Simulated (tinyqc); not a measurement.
Inside a calculation. Method: Jacobi rotations on a symmetric matrix. Computed by tinyqc, a small Python program that keeps every step. Settings: method = jacobi. Command: `OMP_NUM_THREADS=1 python tinyqc.py 29669 29670 out.jsonl` (the two numbers bound the seeds that draw the settings). One thread of a shared host (Intel(R) Xeon(R) Processor @ 2.60GHz), about 0.01 s of CPU time with the checks.

## Jacobi rotation 1

A:
$$\begin{pmatrix}
0.122000 & -0.300000 & 0.182000 & 0.144000 \\
-0.300000 & 0.604000 & 0.239000 & 0.753000 \\
0.182000 & 0.239000 & 1.183000 & -0.162000 \\
0.144000 & 0.753000 & -0.162000 & 2.382000
\end{pmatrix}$$

Take the largest off-diagonal element A_pq; tan 2 theta = 2 A_pq / (A_qq - A_pp) with |theta| <= pi/4; A' = J^T A J with J_pp = J_qq = cos, J_pq = sin, J_qp = -sin.

p, q, theta (rad): [2.000000, 4.000000, 0.351380]

A':
$$\begin{pmatrix}
0.122000 & -0.331234 & 0.182000 & 0.031943 \\
-0.331234 & 0.327955 & 0.280156 & 0.000000 \\
0.182000 & 0.280156 & 1.183000 & -0.069839 \\
0.031943 & 0.000000 & -0.069839 & 2.658045
\end{pmatrix}$$

## Jacobi rotation 2

As before.

p, q, theta (rad): [1.000000, 2.000000, -0.634689]

A':
$$\begin{pmatrix}
-0.121894 & 0.000000 & 0.312669 & 0.025722 \\
0.000000 & 0.571849 & 0.117685 & -0.018940 \\
0.312669 & 0.117685 & 1.183000 & -0.069839 \\
0.025722 & -0.018940 & -0.069839 & 2.658045
\end{pmatrix}$$

## All rotations

The off-diagonal norm falls at every rotation.

Rotations:
```
step  p  q      theta  off-diagonal norm
1     2  4   0.351380           6.74e-01
2     1  2  -0.634689           4.85e-01
3     1  3   0.223445           1.99e-01
4     2  3   0.162271           1.15e-01
5     3  4  -0.046532           6.93e-02
6     1  4   0.014261           3.85e-02
7     1  2  -0.034249           1.31e-02
8     2  4  -0.004251           3.36e-03
9     1  3  -0.001594           6.30e-04
10    2  3  -0.000448           4.37e-04
11    1  4  -0.000108           4.43e-05
12    3  4  -0.000022           2.57e-06
13    1  2  -2.43e-06           1.99e-08
14    2  4  -6.55e-09           3.60e-09
15    1  3  -1.74e-09           4.31e-13
```

eigenvalues: [-0.194407, 0.553901, 1.269832, 2.661674]
